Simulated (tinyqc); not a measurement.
# Exponent and activation energy from three stresses

Problem. Oxide breakdown follows t63 = a V^(-n) exp(Ea q/(kB T)). Find n, Ea and the E-model slope gamma = n/E (cm/MV) at the higher voltage, E = V/tox.

Inputs (values chosen for the exercise):
- tox = 4.5 nm (oxide thickness)

Constants: q = 1.602176634e-19 C, kB = 1.380649e-23 J/K. Results are converted to the units shown.

t63 at (4.8 V, 423 K), (6.38 V, 423 K) and (6.38 V, 448 K) (s): [7.1395169e5, 86.337712, 32.410621]

Answer. The two voltages give n and the two temperatures Ea.

n = 31.70
Ea = 0.6400 eV
gamma = 2.236 cm/MV

Computed by the program tinyqc: `OMP_NUM_THREADS=1 python tinyqc.py 2070090 2070091 out.jsonl`, one thread of a shared Intel Xeon 2.30GHz, about 0.01 s for the whole run.
